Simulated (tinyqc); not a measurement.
Comparisons within one model: six-band hole subbands of a thin body in a field. A value that a table varies takes the place of the one given here.

Basis X, Y, Z times spin, hole energies counted downwards from the unstrained edge (the hydrostatic shift is left out), c = hbar^2/2m0. For a symmetric tensor T let C(T) have C_XX = L Txx + M (Tyy + Tzz), C_XY = N Txy (cyclic), L = c (g1 + 4 g2), M = c (g1 - 2 g2), N = 6 c g3. k = q + kz n, n the unit normal, q = k1 u + k2 v with u along the channel [1-10] and v = n x u. H = C(k k^T) + (Dso/3)(1 - L.sigma) - B + e F z with (L_k)_ij = -i epsilon_kij; B is the block C built from the traceless strain with 2b, -b and sqrt(3) d in place of L, M, N. Strain: exx = eyy = (s11 + s12) sx/2, ezz = s12 sx, exy = -s44 sx/4. Hard walls at z = 0 and t; basis sin(j pi z/t), j = 1 to Nz: kz^2 = (j pi/t)^2, kz = -i D with D_jl = 4 j l/(t (j^2 - l^2)), z_jj = t/2 and z_jl = -8 t j l/(pi (j^2 - l^2))^2 for j + l odd; 1 MV/cm = 0.01 eV/angstrom.

Nz = 14. E1 is the top subband at q = 0, gap the distance to the next pair, and the masses are c q^2/(E(q) - E1) at |q| = 0.02 1/angstrom (mean of the spin pair) along the channel [1-10] and across it in the plane; a dash marks a band that does not rise.

Constants: hbar^2/2m0 = 3.80998211 eV angstrom^2.

Inputs chosen for the exercise (near those of a p-type Si channel; shifted at random, so the results belong to these values and not to a real crystal):
```
symbol  value                unit      meaning
g1      4.31                           Luttinger gamma1
g2      0.34                           gamma2
g3      1.45                           gamma3
Dso     0.044                eV        spin-orbit splitting
b       -2.07                eV        tetragonal potential
d       -4.79                eV        trigonal potential
S       (7.67, -2.16, 12.4)  1/TPa     compliances s11, s12, s44
face    110                            surface
t       65                   angstrom  body thickness
F       0                    MV/cm     field across the body
sx      -1.5                 GPa       stress along the channel [1-10], negative in compression
```

## Stress along the channel

Each row has its own sx.

Results:
```
sx (GPa)  E1 (meV)  gap (meV)  m channel  m across
-3.0         -92.2        8.7      0.113     0.276
-2.0         -56.9        9.1      0.113     0.276
-1.0         -22.1        9.9      0.115     0.277
-0.5          -5.3       10.7      0.117     0.277
0.0           10.5       12.6      0.123     0.276
0.5           21.3       19.1      0.168     0.266
1.0           19.0       29.3      0.250     0.264
```

Under 2 GPa of compression the channel mass goes from 0.123 to 0.113 m0, the mass across at 0.276; the gap to the next subband is 9, 13 and 29 meV at -2, 0 and +1 GPa. The lightest channel mass of the table, 0.113 m0, is at -3.0 and -2.0 GPa.

## Surface orientation and number of bands

Three faces, six bands; and four bands, with Dso set to 1000 eV.

Results:
```
case           E1 (meV)  gap (meV)  m channel  m across
(001) 6 bands     -10.9       75.1      0.150     2.228
(001) 4 bands       7.5       61.7      0.187     0.574
(110) 6 bands     -39.4        9.4      0.114     0.276
(110) 4 bands      -7.9       49.6      0.147     0.290
(111) 6 bands     -30.1       38.2      0.127     0.972
(111) 4 bands      -7.0       42.0      0.162     0.240
```

With six bands the top subband is shallowest on (110) (-39.4 meV) and deepest on (001). Without the stress E1 would be 32.3, 10.5 and 12.5 meV, so the stress moves it by -43.2, -49.9 and -42.6 meV. The lightest channel mass is on (110) (0.114 m0). Dropping the split-off band moves E1 by 18.4, 31.5 and 23.1 meV and the gap by -13.5, 40.2 and 3.8 meV on the three faces, with Dso = 44 meV.

## What each parameter does

Six bands. Each row changes one parameter from the base and keeps the others.

Results:
```
case             E1 (meV)  gap (meV)  m channel (m0)  m across (m0)
base                -39.4        9.4           0.114          0.276
t = 55 angstrom     -38.0       12.5           0.114          0.276
F = 0.3 MV/cm        10.2       38.1           0.114          0.276
sx = -2 GPa         -56.9        9.1           0.113          0.276
g3 = 1.35           -36.8       17.4           0.118          0.276
g2 = 0.39           -39.0       10.7           0.114          0.284
Dso = 0.066 eV      -35.3       10.8           0.116          0.277
d = -3.83 eV        -31.9        9.5           0.114          0.276
```

The largest shifts from the base row, up to three for each result and ties (the steps differ in size, so this ranks the rows, not the parameters). E1 (meV): F +49.6, sx -17.5, d +7.5. gap (meV): F +28.7, g3 +8.0, t +3.2. m channel (m0): g3 +0.004, Dso +0.002, sx -0.001; unchanged at the printed digits by t, F, g2 and d. m across (m0): g2 +0.008, Dso +0.001; unchanged at the printed digits by t, F, sx, g3 and d.

Run: tinyqc, `OMP_NUM_THREADS=1 python tinyqc.py 1281963 1281964 out.jsonl`; Intel(R) Xeon(R) Processor @ 2.30GHz, one thread, shared host; about 0.3 s of CPU time with all checks.
